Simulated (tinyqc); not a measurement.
Inside a calculation. Method: empirical pseudopotential in a few plane waves. One step of it, computed by the program tinyqc.

Problem. Levels at G. Diagonalise the Hermitian matrix.

H(k) at G (eV):
```
                     +0+0+0               -1-1-1               -1-1+1               -1+1-1
+0+0+0             0.000000   1.847170+0.846620i  -1.847170+0.846620i  -1.847170+0.846620i
-1-1-1   1.847170-0.846620i            16.247356   0.000000-0.408171i   0.000000-0.408171i
-1-1+1  -1.847170-0.846620i   0.000000+0.408171i            16.247356             0.013606
-1+1-1  -1.847170-0.846620i   0.000000+0.408171i             0.013606            16.247356
-1+1+1  -1.847170+0.846620i            -0.013606   0.000000+0.408171i   0.000000+0.408171i
+1-1-1  -1.847170-0.846620i   0.000000+0.408171i             0.013606             0.013606
+1-1+1  -1.847170+0.846620i            -0.013606   0.000000+0.408171i             0.000000
+1+1-1  -1.847170+0.846620i            -0.013606             0.000000   0.000000+0.408171i
+1+1+1   1.847170+0.846620i             0.000000            -0.013606            -0.013606
-2+0+0   0.000000-0.408171i  -1.847170+0.846620i  -1.847170-0.846620i  -1.847170-0.846620i
+0-2+0   0.000000-0.408171i  -1.847170+0.846620i  -1.847170-0.846620i   0.404068-0.230896i
+0+0-2   0.000000-0.408171i  -1.847170+0.846620i   0.404068-0.230896i  -1.847170-0.846620i
+0+0+2   0.000000+0.408171i  -0.404068-0.230896i   1.847170+0.846620i  -0.404068+0.230896i
+0+2+0   0.000000+0.408171i  -0.404068-0.230896i  -0.404068+0.230896i   1.847170+0.846620i
+2+0+0   0.000000+0.408171i  -0.404068-0.230896i  -0.404068+0.230896i  -0.404068+0.230896i

                     -1+1+1               +1-1-1               +1-1+1               +1+1-1
+0+0+0  -1.847170-0.846620i  -1.847170+0.846620i  -1.847170-0.846620i  -1.847170-0.846620i
-1-1-1            -0.013606   0.000000-0.408171i            -0.013606            -0.013606
-1-1+1   0.000000-0.408171i             0.013606   0.000000-0.408171i             0.000000
-1+1-1   0.000000-0.408171i             0.013606             0.000000   0.000000-0.408171i
-1+1+1            16.247356             0.000000             0.013606             0.013606
+1-1-1             0.000000            16.247356   0.000000-0.408171i   0.000000-0.408171i
+1-1+1             0.013606   0.000000+0.408171i            16.247356             0.013606
+1+1-1             0.013606   0.000000+0.408171i             0.013606            16.247356
+1+1+1   0.000000+0.408171i            -0.013606   0.000000+0.408171i   0.000000+0.408171i
-2+0+0   1.847170-0.846620i   0.404068-0.230896i  -0.404068-0.230896i  -0.404068-0.230896i
+0-2+0  -0.404068-0.230896i  -1.847170-0.846620i   1.847170-0.846620i  -0.404068-0.230896i
+0+0-2  -0.404068-0.230896i  -1.847170-0.846620i  -0.404068-0.230896i   1.847170-0.846620i
+0+0+2  -1.847170+0.846620i  -0.404068+0.230896i  -1.847170+0.846620i   0.404068+0.230896i
+0+2+0  -1.847170+0.846620i  -0.404068+0.230896i   0.404068+0.230896i  -1.847170+0.846620i
+2+0+0   0.404068+0.230896i   1.847170+0.846620i  -1.847170+0.846620i  -1.847170+0.846620i

                     +1+1+1               -2+0+0               +0-2+0               +0+0-2
+0+0+0   1.847170-0.846620i   0.000000+0.408171i   0.000000+0.408171i   0.000000+0.408171i
-1-1-1             0.000000  -1.847170-0.846620i  -1.847170-0.846620i  -1.847170-0.846620i
-1-1+1            -0.013606  -1.847170+0.846620i  -1.847170+0.846620i   0.404068+0.230896i
-1+1-1            -0.013606  -1.847170+0.846620i   0.404068+0.230896i  -1.847170+0.846620i
-1+1+1   0.000000-0.408171i   1.847170+0.846620i  -0.404068+0.230896i  -0.404068+0.230896i
+1-1-1            -0.013606   0.404068+0.230896i  -1.847170+0.846620i  -1.847170+0.846620i
+1-1+1   0.000000-0.408171i  -0.404068+0.230896i   1.847170+0.846620i  -0.404068+0.230896i
+1+1-1   0.000000-0.408171i  -0.404068+0.230896i  -0.404068+0.230896i   1.847170+0.846620i
+1+1+1            16.247356  -0.404068-0.230896i  -0.404068-0.230896i  -0.404068-0.230896i
-2+0+0  -0.404068+0.230896i            21.663141             0.013606             0.013606
+0-2+0  -0.404068+0.230896i             0.013606            21.663141             0.013606
+0+0-2  -0.404068+0.230896i             0.013606             0.013606            21.663141
+0+0+2  -1.847170-0.846620i            -0.013606            -0.013606             0.000000
+0+2+0  -1.847170-0.846620i            -0.013606             0.000000            -0.013606
+2+0+0  -1.847170-0.846620i             0.000000            -0.013606            -0.013606

                     +0+0+2               +0+2+0               +2+0+0
+0+0+0   0.000000-0.408171i   0.000000-0.408171i   0.000000-0.408171i
-1-1-1  -0.404068+0.230896i  -0.404068+0.230896i  -0.404068+0.230896i
-1-1+1   1.847170-0.846620i  -0.404068-0.230896i  -0.404068-0.230896i
-1+1-1  -0.404068-0.230896i   1.847170-0.846620i  -0.404068-0.230896i
-1+1+1  -1.847170-0.846620i  -1.847170-0.846620i   0.404068-0.230896i
+1-1-1  -0.404068-0.230896i  -0.404068-0.230896i   1.847170-0.846620i
+1-1+1  -1.847170-0.846620i   0.404068-0.230896i  -1.847170-0.846620i
+1+1-1   0.404068-0.230896i  -1.847170-0.846620i  -1.847170-0.846620i
+1+1+1  -1.847170+0.846620i  -1.847170+0.846620i  -1.847170+0.846620i
-2+0+0            -0.013606            -0.013606             0.000000
+0-2+0            -0.013606             0.000000            -0.013606
+0+0-2             0.000000            -0.013606            -0.013606
+0+0+2            21.663141             0.013606             0.013606
+0+2+0             0.013606            21.663141             0.013606
+2+0+0             0.013606             0.013606            21.663141
```

Give: eigenvalues.

Solution.

eigenvalues (eV): -2.2481  13.0194  13.3614  13.3614  13.3614  16.4681  16.4681  16.4681  17.9209  21.6359  21.6359  24.3012  24.3012  24.3012  25.6017
